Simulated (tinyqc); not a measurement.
# Transfer length from front and end resistance

Inverse problem. A contact of length d and width W has Rc = (Rsh Lt/W) coth(d/Lt) and Re = (Rsh Lt/W)/sinh(d/Lt), with Rsh the sheet resistance under the metal and Lt = sqrt(rc/Rsh). Find Lt, Rsh and rc.

Parameters, values chosen for the exercise:
- d = 0.15 um (contact length)
- W = 1.1 um (contact width)

Rc = 20.970796 ohm
Re = 1.3258025 ohm

Solution. Rc/Re = cosh(d/Lt) gives Lt, and Re then gives Rsh.

Lt = 0.0434 um
Rsh = 530 ohm/sq
rc = 1.00e-8 ohm cm^2

Computed by the program tinyqc: `OMP_NUM_THREADS=1 python tinyqc.py 2760080 2760081 out.jsonl`, one thread of a shared Intel Xeon 2.30GHz, about 0.01 s for the whole run.
